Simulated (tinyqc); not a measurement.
Plane-wave Kohn-Sham cycle with exchange-only LDA in a layered model solid, step by step. Computed by tinyqc, a small Python program that keeps every step. Settings: points = 16, plane-wave index or count = 3, electrons = 2, k points = 4, area = 36.0, mixing = 0.3, iteration cap = 50. Command: `OMP_NUM_THREADS=1 python tinyqc.py 22061 22062 out.jsonl` (the two numbers bound the seeds that draw the settings). One thread of a shared host (Intel(R) Xeon(R) Processor @ 2.60GHz), about 0.02 s of CPU time with the checks. Later iterations appear only in the table of the cycle.

## Iteration 1: potential

A solid whose potential varies along x alone (atomic units):
```
parameter                      value
period a                   17.500000
cross-section of the cell  36.000000
electrons per cell                 2
grid points                       16
plane waves -n..n, n               3
k points                           4
V1 in V1 cos(2 pi x/a)     -0.580000
V2 in V2 cos(4 pi x/a)     -0.290000
```

density at the start, on the grid x_j = j a/N (e/bohr^3): 0.00317460  0.00317460  0.00317460  0.00317460  0.00317460  0.00317460  0.00317460  0.00317460  0.00317460  0.00317460  0.00317460  0.00317460  0.00317460  0.00317460  0.00317460  0.00317460

V_H(G) = 4 pi rho(G)/G^2 for G != 0 (uniform background); v_x = -(3 rho/pi)^(1/3); V = V_ext + V_H + v_x; Fourier components f(G_m) = (1/N) sum_j f(x_j) exp(-i G_m x_j).

Potentials on the grid (hartree):
```
x              V_ext       V_H        v_x          V
0.000000   -0.870000  0.000000  -0.144728  -1.014728
1.093750   -0.740911  0.000000  -0.144728  -0.885639
2.187500   -0.410122  0.000000  -0.144728  -0.554850
3.281250   -0.016895  0.000000  -0.144728  -0.161624
4.375000    0.290000  0.000000  -0.144728   0.145272
5.468750    0.427017  0.000000  -0.144728   0.282289
6.562500    0.410122  0.000000  -0.144728   0.265394
7.656250    0.330789  0.000000  -0.144728   0.186061
8.750000    0.290000  0.000000  -0.144728   0.145272
9.843750    0.330789  0.000000  -0.144728   0.186061
10.937500   0.410122  0.000000  -0.144728   0.265394
12.031250   0.427017  0.000000  -0.144728   0.282289
13.125000   0.290000  0.000000  -0.144728   0.145272
14.218750  -0.016895  0.000000  -0.144728  -0.161624
15.312500  -0.410122  0.000000  -0.144728  -0.554850
16.406250  -0.740911  0.000000  -0.144728  -0.885639
```

V(G_m), m = 0, 1, 2, ... (hartree): -0.144728  -0.290000  -0.145000  0.000000  0.000000  0.000000  0.000000

## Iteration 1: Hamiltonian at one k

k = 0.125000 2 pi / a

H(m,m') = (k + G_m)^2/2 delta + V(G_m - G_m'), with V(-G) = V(G).

H (hartree), lower triangle:
```
           -3         -2         -1         +0         +1         +2        +3
-3   0.388029
-2  -0.290000   0.081870
-1  -0.145000  -0.290000  -0.095380
+0   0.000000  -0.145000  -0.290000  -0.143721
+1   0.000000   0.000000  -0.145000  -0.290000  -0.063153
+2   0.000000   0.000000   0.000000  -0.145000  -0.290000   0.146324
+3   0.000000   0.000000   0.000000   0.000000  -0.145000  -0.290000  0.484711
```

## Iteration 1: levels at that k

Diagonalise the Hermitian matrix.

eigenvalues (hartree): -0.781192  -0.325309  0.073784  0.260802  0.338797  0.572172  0.659624

## Iteration 1: new density

Motion across x is left out: the lowest 1 band(s) hold two electrons at each of the k points (j + 1/2)/nk - 1/2. Residual R = rho(out) - rho(in); rho(new) = rho(in) + 0.3 R. rho(out) = 2/(a A nk) sum |psi|^2 with psi = sum c exp(i G x). Harris energy E = band energy - dV sum rho (V_H/2 + v_x) + (3/4) dV sum rho v_x with rho(in), dV = a A/N, band energy = (2/nk) sum of the filled levels.

rho(out) (e/bohr^3): 0.01789894  0.01239328  0.00372284  0.00030183  0.00000321  0.00000226  0.00001552  0.00000105  0.00001475  0.00000105  0.00001552  0.00000226  0.00000321  0.00030183  0.00372284  0.01239328

density after iteration 1 (e/bohr^3): 0.00759190  0.00594021  0.00333908  0.00231277  0.00222318  0.00222290  0.00222688  0.00222254  0.00222665  0.00222254  0.00222688  0.00222290  0.00222318  0.00231277  0.00333908  0.00594021

energy per cell = -1.48845911 hartree

## Iteration 2: potential

As before.

Potentials on the grid (hartree):
```
x              V_ext        V_H        v_x          V
0.000000   -0.870000   0.212851  -0.193541  -0.850691
1.093750   -0.740911   0.181924  -0.178344  -0.737330
2.187500   -0.410122   0.110597  -0.147186  -0.446711
3.281250   -0.016895   0.034549  -0.130227  -0.112573
4.375000    0.290000  -0.029688  -0.128523   0.131789
5.468750    0.427017  -0.079676  -0.128518   0.218823
6.562500    0.410122  -0.115369  -0.128595   0.166158
7.656250    0.330789  -0.136798  -0.128511   0.065480
8.750000    0.290000  -0.143932  -0.128590   0.017478
9.843750    0.330789  -0.136798  -0.128511   0.065480
10.937500   0.410122  -0.115369  -0.128595   0.166158
12.031250   0.427017  -0.079676  -0.128518   0.218823
13.125000   0.290000  -0.029688  -0.128523   0.131789
14.218750  -0.016895   0.034549  -0.130227  -0.112573
15.312500  -0.410122   0.110597  -0.147186  -0.446711
16.406250  -0.740911   0.181924  -0.178344  -0.737330
```

V(G_m), m = 0, 1, 2, ... (hartree): -0.141371  -0.216996  -0.137324  -0.000222  -0.000533  0.000041  0.000226

## Iteration 2: Hamiltonian at one k

k = 0.125000 2 pi / a

As before.

H (hartree), lower triangle:
```
           -3         -2         -1         +0         +1         +2        +3
-3   0.391386
-2  -0.216996   0.085227
-1  -0.137324  -0.216996  -0.092023
+0  -0.000222  -0.137324  -0.216996  -0.140364
+1  -0.000533  -0.000222  -0.137324  -0.216996  -0.059796
+2   0.000041  -0.000533  -0.000222  -0.137324  -0.216996   0.149681
+3   0.000226   0.000041  -0.000533  -0.000222  -0.137324  -0.216996  0.488068
```

## Iteration 2: levels at that k

As before.

eigenvalues (hartree): -0.634852  -0.222408  0.093153  0.173741  0.295880  0.513303  0.603363

## Iteration 2: new density

As before.

rho(out) (e/bohr^3): 0.01757864  0.01231259  0.00388390  0.00038132  0.00000431  0.00000333  0.00001419  0.00000117  0.00001338  0.00000117  0.00001419  0.00000333  0.00000431  0.00038132  0.00388390  0.01231259

density after iteration 2 (e/bohr^3): 0.01058792  0.00785192  0.00350252  0.00173334  0.00155752  0.00155703  0.00156307  0.00155613  0.00156267  0.00155613  0.00156307  0.00155703  0.00155752  0.00173334  0.00350252  0.00785192

energy per cell = -1.24626965 hartree

## Convergence

Stop when sqrt(dV sum R^2) is below 1e-8, dV = a A/N.

Course of the cycle:
```
iteration  E (hartree)  norm of the residual
1          -1.48845911              1.39e-01
2          -1.24626965              9.58e-02
3          -1.12551288              6.52e-02
4          -1.06822572              4.40e-02
5          -1.04171417              2.96e-02
6          -1.02970023              1.98e-02
7          -1.02437473              1.32e-02
8          -1.02207596              8.84e-03
9          -1.02111859              5.93e-03
10         -1.02074079              4.00e-03
11         -1.02060489              2.72e-03
...                ...                   ...
39         -1.02058677              2.54e-07
40         -1.02058677              1.82e-07
41         -1.02058677              1.31e-07
42         -1.02058677              9.37e-08
43         -1.02058677              6.71e-08
44         -1.02058677              4.81e-08
45         -1.02058677              3.44e-08
46         -1.02058677              2.46e-08
47         -1.02058677              1.76e-08
48         -1.02058677              1.26e-08
49         -1.02058677              8.96e-09
```

Converged in 49 iterations. Before convergence this energy mixes input and output and is not variational, so it may rise towards its limit.
